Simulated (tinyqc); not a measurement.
# Density and mobility of a removed layer (differential Hall)

Question. For layers in parallel the sheet conductance g = 1/Rs and the product g mu_H (mu_H signed, unit Hall factors) are additive. Find the sheet density and mobility of the layer that was removed, and its share of the conductance.

Constants: q = 1.602176634e-19 C. Results are converted to the units shown.

Rs before and after removing the top layer (ohm/square): 107.61223  112.50016
apparent mobility before and after, signed (cm^2/(V s)): 734.8  760

Solution. The differences give g1 = q n mu and g1 mu = q n mu^2; their ratio is mu and g1^2/(q g1 mu) is n.

sheet density = 1.40e13 cm^-2
mobility = 180 cm^2/(V s)
share of the conductance = 4.34 %

Numbers from tinyqc (`OMP_NUM_THREADS=1 python tinyqc.py 2850147 2850148 out.jsonl`; about 0.01 s on one thread of a shared Intel Xeon 2.30GHz).
